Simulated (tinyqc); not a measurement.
## Trap density from two Hall measurements

Question. p-type body, charge-sheet picture, full ionisation (an idealisation for deep acceptors), Boltzmann statistics for free electrons. e = Ec - EF at the surface. psi = Eg - Vt ln(Nv/Na) - e; N_dep = sqrt(2 eps0 eps_r Na (psi - Vt)/q); n_f = sqrt(N_dep^2 + 2 eps0 eps_r Vt Nc exp(-e/Vt)/q) - N_dep; Vg = Vfb + psi + q (N_dep + n_t + n_f)/Cox, Cox = eps0 eox/tox. Find e and n_t at both points and the mean trap density between them.

Values chosen for this exercise; band and dielectric values close to those of 4H silicon carbide: temperature T = 300 K; band gap Eg = 3.3 eV; relative permittivity eps_r = 9.65; conduction-band density of states at T Nc = 1.71e19 cm^-3; valence-band density of states at T Nv = 2.51e19 cm^-3; relative permittivity of the insulator eox = 3.9; insulator thickness tox = 77 nm; acceptor density Na = 5.1e16 cm^-3; flat-band voltage without trapped charge Vfb = -1.98 V.

Constants: q = 1.602176634e-19 C, kB = 1.380649e-23 J/K, Vt = kB T/q, eps0 = 8.8541878128e-14 F/cm where lengths are in cm. Results are converted to the units shown.

Vg (V): [6.2068381, 7.6341301]
free sheet density from the Hall effect (cm^-2): [9.9091654e8, 9.7111591e10]

Solution. Each n_f fixes e; what the gate voltage holds beyond psi, N_dep and n_f is trapped; the difference quotient is the density, smeared over a few Vt.

e (eV): [0.195, 0.0750]
n_t (cm^-2): [2.06e11, 4.50e11]
mean trap density = 2.03e12 cm^-2 eV^-1

tinyqc, about 0.02 s, one thread, Intel Xeon 2.30GHz (shared host): `OMP_NUM_THREADS=1 python tinyqc.py 2222121 2222122 out.jsonl`
